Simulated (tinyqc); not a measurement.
Hot carriers by balance equations with a heated Maxwellian: one step, computed by the program tinyqc. Command: `OMP_NUM_THREADS=1 python tinyqc.py 3008927 3008928 out.jsonl hot walk`. One thread of a shared host (Intel(R) Xeon(R) Processor @ 2.30GHz), about 0.02 s of CPU time with the checks.

The carriers follow a Maxwellian at an electron temperature T_e, slightly displaced; the drift energy is neglected against k_B T_e. The balance averages the rate, not the time, so mu_0 lies below the relaxation-time value.

Problem. Equilibrium values. Parabolic band: E = hbar^2 k^2/(2 m), speed v = hbar k/m, states per spin, volume and energy g(E) = m k/(2 pi^2 hbar^2). Masses are multiplied by m_0 and all formulas are in SI units. Phonon occupation N_q = 1/(exp(hbar w/(k_B T)) - 1). Acoustic deformation potential (elastic, equipartition, absorption and emission together): 1/tau = 2 pi k_B T D_A^2 g(E)/(hbar rho v_l^2). Optical or intervalley deformation potential: 1/tau = (pi Z_f D_o^2/(rho w)) [N_q g(E + hbar w) + (N_q + 1) g(E - hbar w)], with g = 0 below the band edge. Averages over the Maxwellian, <y> = int y x^(1/2) exp(-x) dx / int x^(1/2) exp(-x) dx with x = E/(k_B T_e), split at x_0 = hbar w/(k_B T_e): 64 Gauss-Legendre points in sqrt(x) below it and 128 in sqrt(x - x_0) above it, up to x = 32. Momentum balance: mu(T_e) = e/(m nu), nu = <x (sum of rates)>/<x>. Power lost per carrier: P(T_e) = hbar w <emission rate - absorption rate> + <(2 m v_l^2/(k_B T)) (E - 2 k_B T) acoustic rate>. Energy relaxation time at weak heating: tau_E = (3/2) k_B / (dP/dT_e), the derivative by a central difference of +/- 0.5 K at T_e = T.

Inputs (values chosen for the exercise, modelled on electrons in diamond): effective mass m = 0.499 m_0; density rho = 3515 kg/m^3; sound velocity v_l = 18600 m/s; acoustic deformation potential D_A = 8.4 eV; phonon energy hbar w = 141 meV; optical or intervalley deformation potential D_o = 8.7 1e8 eV/cm; final valleys Z_f = 5; lattice temperature T = 300 K.

Band: parabolic. Solver: damped fixed point.

Constants: k_B = 8.617333262e-05 eV/K; k_B = 1.380649e-23 J/K; e = 1.602176634e-19 C; hbar = 1.054571817e-34 J s; m_0 = 9.1093837015e-31 kg; hbar = 6.582119569e-16 eV s.

Give: low-field mobility mu_0; energy relaxation time tau_E.

Solution.

low-field mobility mu_0 = 3580 cm^2/(V s)

energy relaxation time tau_E = 0.8740 ps

Energy and momentum relax at comparable rates here.
